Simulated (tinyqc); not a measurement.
What moves the zone average: special k points of the bcc lattice.

Lattice vectors in units of a: a1 = (-1/2, 1/2, 1/2), a2 = (1/2, -1/2, 1/2), a3 = (1/2, 1/2, -1/2); reciprocal vectors b_i with a_i . b_j = 2 pi delta_ij. Mesh: k = sum_i f_i b_i with f_i = (2 j_i + shift)/(2 N), j_i = 0 .. N-1. The point group of the lattice has 48 operations; only those that map the mesh onto itself are used.

A_m(k) = sum over the m-th star of lattice vectors R of cos(k . R), stars in order of length: m = 1: |R|^2 = 0.75, 8 vectors, such as (1, 1, 1) in the basis a_i; m = 2: |R|^2 = 1, 6 vectors, such as (1, 1, 0) in the basis a_i; m = 3: |R|^2 = 2, 12 vectors, such as (2, 1, 1) in the basis a_i; m = 4: |R|^2 = 2.75, 24 vectors, such as (2, 2, 1) in the basis a_i; m = 5: |R|^2 = 3, 8 vectors, such as (2, 2, 2) in the basis a_i; m = 6: |R|^2 = 4, 6 vectors, such as (2, 2, 0) in the basis a_i. The zone mean of every A_m is zero.

Test function, the lower band of a two-band insulator: E(k) = -sqrt(D^2 + (e0 - t A_1(k))^2).

Inputs chosen for the exercise (the lattice of W; the results hold for these values, not for the real material): D = 2.06 eV (half gap term); t = 0.49 eV (coupling); e0 = 2.3 eV (offset); N = 3 (points along each reciprocal vector); shift = 1 (half steps).

Mean of E over the mesh, and its error against the unshifted mesh with N = 24.

Results for these values:

| case | mean (eV) | error (meV) | irreducible points |
|---|---|---|---|
| base | -3.2406 | 15.68 | 4 |

What happens to each result for shift = 0, all else kept?

Answer: mean falls from -3.2406 to -3.2636; error falls from 15.68 to -7.30; irreducible points does not change at the printed digits.

The same for each parameter in turn:

| case | mean (eV) | error (meV) | irreducible points |
|---|---|---|---|
| base | -3.2406 | 15.68 | 4 |
| N = 4 | -3.2577 | -1.39 | 6 |
| shift = 0 | -3.2636 | -7.30 | 4 |
| D = 1.442 eV | -2.8438 | 25.49 | 4 |
| t = 0.637 eV | -3.3633 | 21.78 | 4 |

Program tinyqc; command `OMP_NUM_THREADS=1 python tinyqc.py 1681864 1681865 out.jsonl`; about 0.2 s on one thread of a shared Intel(R) Xeon(R) Processor @ 2.30GHz.
